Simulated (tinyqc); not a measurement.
# Changing the base doping at the emitter edge N_0

Model: minority-electron transport through the base of a bipolar transistor (Moll-Ross and Kroemer integrals). Computed by tinyqc, a small Python program. Command: `OMP_NUM_THREADS=1 python tinyqc.py 3027762 3027763 out.jsonl base sweep`. One thread of a shared host (Intel(R) Xeon(R) Processor @ 2.30GHz), about 0.01 s of CPU time with the checks.

Low injection, one dimension, x from the emitter edge (0) to the collector edge (W), s = x/W. Recombination is treated as a small correction (valid for tau_B well below tau_n), computed from the stored charge.

Inputs (values chosen for the exercise, modelled on SiGe):

| quantity | value | unit |
|---|---|---|
| intrinsic density n_i at the emitter edge | 8.3e+10 | 1/cm^3 |
| base width W | 570 | nm |
| mu_min | 120 | cm^2/(V s) |
| mu_max | 1060 | cm^2/(V s) |
| N_ref | 2.9e+17 | 1/cm^3 |
| electron lifetime tau_n | 1.7 | ns |
| emitter Gummel number G_E | 5e+13 | s/cm^4 |
| base-emitter voltage V_BE | 0.66 | V |
| temperature T | 300 | K |
| doping ratio N_0/N(W) | 34 | - |

Base doping profile: Gaussian. Gap grading: none. Exit of the base: infinite sink.

Constants: k_B = 8.617333262e-05 eV/K; e = 1.602176634e-19 C.

Method:
- N(x) = N_0 (ratio)^(-s^2); n_i(x) = n_i; D(x) = (k_B T/e) mu, mu = mu_min + (mu_max - mu_min)/(1 + (N/N_ref)^0.7).
- With y(x) = N n_i^2/(D n_i(x)^2): base Gummel number G_B = int_0^W y dx; J_C = e n_i^2 exp(e V_BE/k_B T)/G_B; n(x) = (J_C/e)(n_i(x)^2/(N n_i^2)) [int_x^W y dx]; transit time tau_B = (e/J_C) int n dx; trapezoid rule on 401 even points.
- Emitter-limited gain beta_E = G_E/G_B; recombination-limited gain beta_R = tau_n/tau_B; 1/beta = 1/beta_E + 1/beta_R; f_T from the base alone = 1/(2 pi tau_B).

One run for each value:

| base doping at the emitter edge N_0 (1/cm^3) | current gain beta | collector current density J_C (A/cm^2) | base transit time tau_B (ps) | beta_E | beta_R |
|---|---|---|---|---|---|
| 2.00e+17 | 3.8949e+01 | 4.6453e+02 | 33.77 | 1.7203e+02 | 50.348 |
| 4.30e+17 | 2.6237e+01 | 1.7887e+02 | 39.13 | 6.6241e+01 | 43.445 |
| 9.50e+17 | 1.4174e+01 | 6.3667e+01 | 47.84 | 2.3578e+01 | 35.538 |
| 2.10e+18 | 6.3242e+00 | 2.2071e+01 | 60.82 | 8.1736e+00 | 27.950 |
| 4.50e+18 | 2.6066e+00 | 7.9934e+00 | 77.90 | 2.9602e+00 | 21.822 |
| 9.70e+18 | 1.0271e+00 | 2.9503e+00 | 99.24 | 1.0926e+00 | 17.130 |
| 2.10e+19 | 4.0613e-01 | 1.1299e+00 | 123.18 | 4.1845e-01 | 13.801 |
| 4.60e+19 | 1.6332e-01 | 4.4735e-01 | 147.48 | 1.6567e-01 | 11.527 |
| 1.00e+20 | 6.8574e-02 | 1.8644e-01 | 169.13 | 6.9045e-02 | 10.052 |

What does the table show, and why?

Over the rows, current gain beta falls from 38.9 to 0.0686 (exponent d ln y / d ln x -0.52 between the first rows and -1.1 between the last); collector current density J_C (A/cm^2) falls from 465 to 0.186 (exponent d ln y / d ln x -1.2 between the first rows and -1.1 between the last); base transit time tau_B (ps) rises from 33.8 to 169 (exponent d ln y / d ln x 0.19 between the first rows and 0.18 between the last). Gap narrowing by heavy doping and the fall of the lifetime with N are left out; both matter at the high end.

Caution (rows 2.10e19, 4.60e19, 1.00e20): a current gain below 1 is far from a working transistor: the base is too heavily doped or too wide for this emitter and lifetime.
